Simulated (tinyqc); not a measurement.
Slope factor and drain-induced lowering from three currents.

Question. With source and body at 0 V, I = A exp((Vg + dd Vd)/(nf Vt)) (1 - exp(-Vd/Vt)). Find nf, the swing nf Vt ln 10 and dd.

Inputs (values chosen for the exercise):
- T = 300 K (temperature)

Constants: q = 1.602176634e-19 C, kB = 1.380649e-23 J/K, Vt = kB T/q. Results are converted to the units shown.

currents at (Vg, Vd) = (0, 0.05), (0, 1.1) and (0.08, 1.1) V (nA/um): 0.050174738  1.2252807  10.057292

Solution. The pair at equal Vd gives nf; the pair at equal Vg, after dividing out the factors 1 - exp(-Vd/Vt), gives dd.

nf = 1.47
swing = 87.5 mV/decade
dd = 0.110

Numbers from tinyqc (`OMP_NUM_THREADS=1 python tinyqc.py 2242213 2242214 out.jsonl`; about 0.03 s on one thread of a shared Intel Xeon 2.30GHz).
